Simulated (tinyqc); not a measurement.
Interface traps from C-V curves, high-low and Terman methods: one step of the calculation.

MOS capacitor on an n-type substrate; psi is the band bending, negative in depletion; only majority carriers are counted. At the bending psi the Fermi level lies y = xi - psi below the conduction edge at the surface, xi = Vt ln(Nc/Nd). Dit(y) = D0 + D1 exp(-y/E1); traps fill up to the Fermi level, follow the bias and a slow signal, and do not follow a fast one. V is the gate voltage from flat band.

Task. The curves. Cox = 3.9 eps0/EOT, LD = sqrt(eps0 eps_r Vt/(q Nd)), u = psi/Vt, Cd = (eps0 eps_r/(sqrt(2) LD)) |exp(u) - 1|/sqrt(exp(u) - u - 1). Ideal V0 = psi - sqrt(2) (eps0 eps_r Vt/LD) sqrt(exp(u) - u - 1)/Cox for psi < 0; the traps add dV = (q/Cox) times the integral of Dit from 0 to psi = (q/Cox) [D0 psi + D1 E1 exp(-xi/E1) (exp(psi/E1) - 1)]. 1/C_HF = 1/Cox + 1/Cd, 1/C_LF = 1/Cox + 1/(Cd + q Dit). Take n equally spaced psi from pa to pb.

Values chosen for this exercise; band and dielectric values close to those of silicon:

| symbol | value | unit | meaning |
|---|---|---|---|
| T | 350 | K | temperature |
| eps_r | 11.8 |  | relative permittivity |
| Nc | 3.55e19 | cm^-3 | conduction-band density of states at T |
| Nd | 3.2e15 | cm^-3 | donor density |
| EOT | 28 | nm | equivalent oxide thickness |
| D0 | 1.9e12 | cm^-2 eV^-1 | trap density far from the band edge |
| D1 | 4.5e13 | cm^-2 eV^-1 | band-tail density at the conduction edge |
| E1 | 0.14 | eV | decay energy of the tail |
| n | 7 |  | points |
| pa | -0.43 | V | deepest band bending |
| pb | -0.045 | V | shallowest band bending |

Constants: q = 1.602176634e-19 C, kB = 1.380649e-23 J/K, Vt = kB T/q, eps0 = 8.8541878128e-14 F/cm where lengths are in cm. Results are converted to the units shown.

Wanted: psi; y; Dit; V0; V; C_HF; C_LF; Cox.

Result.

```
point	psi (V)	y (eV)	Dit (cm^-2 eV^-1)	V0 (V)	V (V)	C_HF (nF/cm^2)	C_LF (nF/cm^2)
0	-0.43000	0.71092	2.1805e12	-0.59782	-2.7086	21.392	92.819
1	-0.36583	0.64675	2.3435e12	-0.51960	-2.4423	22.983	94.468
2	-0.30167	0.58259	2.6014e12	-0.43996	-2.1574	25.032	96.714
3	-0.23750	0.51842	3.0092e12	-0.35835	-1.8432	27.822	99.613
4	-0.17333	0.45425	3.6542e12	-0.27379	-1.4830	31.938	103.10
5	-0.10917	0.39009	4.6741e12	-0.18415	-1.0495	38.690	106.95
6	-0.04500	0.32592	6.2871e12	-0.08403	-0.4976	50.758	110.83
```

Cox = 123.33 nF/cm^2

At the deepest bending the traps stretch the gate voltage from -0.598 to -2.71 V.

Program tinyqc, `OMP_NUM_THREADS=1 python tinyqc.py 2030123 2030124 out.jsonl`; Intel Xeon 2.30GHz, shared host, one thread, about 0.01 s.
